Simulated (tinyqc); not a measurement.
Worked calculation: global model of a low-pressure process discharge: electron temperature, density, ion flux and ion energy. Computed by tinyqc, a small Python program that keeps every step. Command: `OMP_NUM_THREADS=1 python tinyqc.py 3114232 3114233 out.jsonl plasma walk`. One thread of a shared host (Intel(R) Xeon(R) Processor @ 2.30GHz), about 0.01 s of CPU time with the checks. Intermediate numbers are printed to about 6 digits and carried at full precision; extremes and crossings named in words are read from the listed rows.

Maxwellian electrons with temperature T_e in eV, one positive ion, no negative ions, uniform bulk density n; rate constants have the Arrhenius form.

Inputs (values chosen for the exercise, of the order of those of an inductive discharge in a simple atomic gas):
```
quantity                          value   unit
ion mass M                           19      u
ionisation prefactor K0         6.3e-14  m^3/s
ionisation energy E_iz               13     eV
excitation prefactor X0         8.2e-15  m^3/s
excitation energy E_ex             9.14     eV
elastic rate constant K_el      5.4e-14  m^3/s
ion-neutral cross section       1.2e-18    m^2
pressure p                         0.34     Pa
gas temperature T_g                 400      K
radius R                             21     cm
height L                              5     cm
absorbed power P                    290      W
bias power P_b                       16      W
radius of the biased electrode        5     cm
bias frequency                    13.56    MHz
mixing                              0.2      -
```

Constants: k_B = 1.380649e-23 J/K; e = 1.602176634e-19 C; u = 1.6605390666e-27 kg; m_0 = 9.1093837015e-31 kg; eps_0 = 8.8541878128e-12 F/m.

## Geometry factors

n_g = p/(k_B T_g); lambda_i = 1/(n_g sigma); h_L = 0.86/sqrt(3 + L/(2 lambda_i)), h_R = 0.8/sqrt(4 + R/lambda_i); A_eff = 2 pi R^2 h_L + 2 pi R L h_R; d_eff = pi R^2 L/A_eff.

gas density n_g = 6.15652e+19 1/m^3

ion mean free path = 1.35358 cm

h_L = 0.390628

h_R = 0.181097

A_eff = 1201.86 cm^2

d_eff = 5.76373 cm

## A fixed-point cycle for T_e

Particle balance: K0 exp(-E_iz/T_e) n_g d_eff = u_B, u_B = sqrt(e T_e/M). Cycle: T_out = T sqrt(loss/creation) with loss/creation = u_B/(K0 exp(-E_iz/T) n_g d_eff); T -> T + mixing (T_out - T), kept between 0.3 and 60 eV, from 3 eV; stop at |T_out - T| < 1e-9 eV or after 60 steps.

Course:
```
step   T (eV)  T_out (eV)  residual (eV)
0     3.00000     3.46027    4.60269e-01
1     3.09205     3.36902    2.76965e-01
2     3.14745     3.31952    1.72072e-01
3     3.18186     3.29062    1.08762e-01
4     3.20361     3.27305    6.94373e-02
5     3.21750     3.26210    4.46019e-02
6     3.22642     3.25518    2.87580e-02
...       ...         ...            ...
40    3.24273     3.24273    1.18074e-08
41    3.24273     3.24273    7.66420e-09
42    3.24273     3.24273    4.97486e-09
43    3.24273     3.24273    3.22920e-09
44    3.24273     3.24273    2.09609e-09
45    3.24273     3.24273    1.36058e-09
46    3.24273     3.24273    8.83155e-10
```

last residual = 8.83155e-10 eV

Converged in 47 steps.

## Electron temperature

Root found by bracketing.

T_e = 3.24273 eV

Bohm velocity u_B = 4057.98 m/s

K_iz = 1.14359e-15 m^3/s

## Energy per pair and density

E_c = E_iz + (X0 exp(-E_ex/T_e) E_ex + K_el (3 m_0/M) T_e)/K_iz; wall potential V_s = (T_e/2) ln(M/(2 pi m_0)); E_T = E_c + 2 T_e + T_e/2 + V_s; n = P/(e u_B A_eff E_T); ion current density J = e h_L n u_B; ionised share n/n_g.

collisional loss per pair E_c = 16.9251 eV

wall potential V_s = 13.9677 V

E_T = 38.9996 eV

plasma density n = 9.51619e+10 1/cm^3

ion current density J = 2.41683 mA/cm^2

ionised share = 0.00154571

Collisions take 43 % of the power and the walls the rest. T_e came from the particle balance alone; the power sets only n.

## Biased electrode

All bias power goes to ions: V_b = P_b/(J pi r^2). Debye length at the sheath edge lambda_D = sqrt(eps_0 T_e/(e h_L n)); Child-law sheath s = (sqrt2/3) lambda_D (2 V/T_e)^(3/4), V = V_b + V_s; ion transit time tau_i = 3 s sqrt(M/(2 e V)); collisions in the sheath s/lambda_i.

bias voltage V_b = 84.2914 V

lambda_D = 69.4323 micrometre

sheath width s = 0.710925 mm

ion transit time = 67.5134 ns

transit time over bias period = 0.915481

s/lambda_i = 0.0525219

The sheath is nearly free of collisions.

## Pressure series at fixed power

n_g = p/(k_B T_g), lambda_i = 1/(n_g sigma), K_iz = K0 exp(-E_iz/T_e), h_L = 0.86/sqrt(3 + L/(2 lambda_i)), h_R = 0.8/sqrt(4 + R/lambda_i), A_eff = 2 pi R^2 h_L + 2 pi R L h_R and d_eff = pi R^2 L/A_eff follow p. E_c = E_iz + (X0 exp(-E_ex/T_e) E_ex + K_el (3 m_0/M) T_e)/K_iz; E_T = E_c + (5/2) T_e + (T_e/2) ln(M/(2 pi m_0)); n = P/(e u_B A_eff E_T); J = e h_L n u_B. Pressures without a root below 2 E_iz are left out.

Against pressure:
```
p (Pa)  T_e (eV)  E_c (eV)  E_T (eV)   n (1/cm^3)  J (mA/cm^2)
0.1      5.58334   15.3793   53.3871  4.40238e+10      1.71592
0.2      3.96222   16.1593   43.1316  7.06352e+10      2.15963
0.5      2.85874   17.6101   37.0707  1.16645e+11      2.56133
1.0      2.34485   19.2153   35.1775  1.66504e+11      2.72629
2.0      1.97642   21.4925   34.9467  2.35556e+11      2.76150
5.0      1.62833   26.0874   37.1720  3.61407e+11      2.60739
10.0     1.43444   31.4612   41.2259  4.79386e+11      2.35465
20.0     1.28123   39.6271   48.3488  6.04089e+11      2.00936
```

T_e falls from 5.58 to 1.28 eV, n changes by a factor 13.7 and J by 1.17; in J = P h_L/(A_eff E_T), E_T changes by a factor 0.91 and is least at 2 Pa, between wall losses at high T_e and excitation losses at low T_e.

Checks made by the program: cycle against bracketing (relative difference 2e-10).
